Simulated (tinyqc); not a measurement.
# Trap density from the barrier height

Question. In a partly depleted grain with all boundary traps filled, 2 N W = Qt and VB = q N W^2/(2 eps0 eps_r). Find Qt, W and the doping at which VB would equal Vt.

Values chosen for this exercise:
```
symbol,value,unit,meaning
T,300,K,temperature
eps_r,11.7,,relative permittivity
```

Constants: q = 1.602176634e-19 C, kB = 1.380649e-23 J/K, Vt = kB T/q, eps0 = 8.8541878128e-14 F/cm where lengths are in cm. Results are converted to the units shown.

doping = 2.4e18 cm^-3
barrier height = 0.18559106 V

Answer. Eliminating W gives VB = q Qt^2/(8 eps0 eps_r N), which falls as 1/N.

Qt = 4.80e12 cm^-2
W = 10.0 nm
doping for VB = Vt = 1.72e19 cm^-3

Computed by the program tinyqc: `OMP_NUM_THREADS=1 python tinyqc.py 2830278 2830279 out.jsonl`, one thread of a shared Intel Xeon 2.30GHz, about 0.01 s for the whole run.
